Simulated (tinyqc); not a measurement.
From one set of inputs to another, one input at a time: global model of a low-pressure process discharge: electron temperature, density, ion flux and ion energy. Computed by tinyqc, a small Python program. Command: `OMP_NUM_THREADS=1 python tinyqc.py 3112051 3112052 out.jsonl plasma ladder`. One thread of a shared host (Intel(R) Xeon(R) Processor @ 2.30GHz), about 0.01 s of CPU time with the checks.

Maxwellian electrons with temperature T_e in eV, one positive ion, no negative ions, uniform bulk density n; rate constants have the Arrhenius form.

The inputs printed are set A. Inputs not listed in the table keep their values of set A, so the rows need not describe a real material.

Inputs (values chosen for the exercise, of the order of those of an inductive discharge in a simple atomic gas):
```
quantity,value,unit
ion mass M,19,u
ionisation prefactor K0,2.1e-14,m^3/s
ionisation energy E_iz,16.9,eV
excitation prefactor X0,2.4e-14,m^3/s
excitation energy E_ex,8.83,eV
elastic rate constant K_el,1.5e-13,m^3/s
ion-neutral cross section,9.2e-19,m^2
pressure p,1.1,Pa
gas temperature T_g,500,K
radius R,8.6,cm
height L,14,cm
absorbed power P,2500,W
bias power P_b,150,W
radius of the biased electrode,7.5,cm
bias frequency,27,MHz
```

Constants: k_B = 1.380649e-23 J/K; e = 1.602176634e-19 C; u = 1.6605390666e-27 kg; m_0 = 9.1093837015e-31 kg; eps_0 = 8.8541878128e-12 F/m.

Method:
- n_g = p/(k_B T_g); lambda_i = 1/(n_g sigma); h_L = 0.86/sqrt(3 + L/(2 lambda_i)), h_R = 0.8/sqrt(4 + R/lambda_i); A_eff = 2 pi R^2 h_L + 2 pi R L h_R; d_eff = pi R^2 L/A_eff.
- Particle balance: K0 exp(-E_iz/T_e) n_g d_eff = u_B, u_B = sqrt(e T_e/M).
- Root found by bracketing.
- E_c = E_iz + (X0 exp(-E_ex/T_e) E_ex + K_el (3 m_0/M) T_e)/K_iz; wall potential V_s = (T_e/2) ln(M/(2 pi m_0)); E_T = E_c + 2 T_e + T_e/2 + V_s; n = P/(e u_B A_eff E_T); ion current density J = e h_L n u_B; ionised share n/n_g.
- All bias power goes to ions: V_b = P_b/(J pi r^2). Debye length at the sheath edge lambda_D = sqrt(eps_0 T_e/(e h_L n)); Child-law sheath s = (sqrt2/3) lambda_D (2 V/T_e)^(3/4), V = V_b + V_s; ion transit time tau_i = 3 s sqrt(M/(2 e V)); collisions in the sheath s/lambda_i.

Each row keeps all changes above it:
```
input moved,from,to,ion current density J (mA/cm^2),bias voltage V_b (V),sheath width s (mm)
set A,-,-,17.309,49.0,0.195
pressure p (Pa),1.1,6.3,6.186,137.2,0.602
radius R (cm),8.6,22,1.278,664.3,4.142
ionisation energy E_iz (eV),16.9,16.7,1.335,635.7,3.921
height L (cm),14,13,1.425,595.5,3.617
gas temperature T_g (K),500,600,1.614,526.0,3.103
absorbed power P (W),2500,590,0.381,2228.9,18.675
bias power P_b (W),150,27,0.381,401.2,5.236
```

ion current density J goes from 17.3 to 0.381, a factor 0.0220 in all. The largest single move comes from radius R (a factor 0.207). Bias voltage V_b goes from 49.0 to 401, a factor 8.18 in all. The largest single move comes from bias power P_b (a factor 0.180), but it runs against the net change; the largest move in the direction of the net change is radius R (a factor 4.84). Sheath width s goes from 0.195 to 5.24, a factor 26.9 in all. The largest single move comes from radius R (a factor 6.88), and bias power P_b works against it (a factor 0.280). The single moves hold for this order of the switches; the total does not depend on the order.

Caution (rows pressure p, radius R, ionisation energy E_iz, height L, gas temperature T_g, absorbed power P, bias power P_b): at so short an ion path the formulas for h_L and h_R give way to the ambipolar-diffusion limit.

Extremes, crossings and ranges named in words are read from the listed rows.
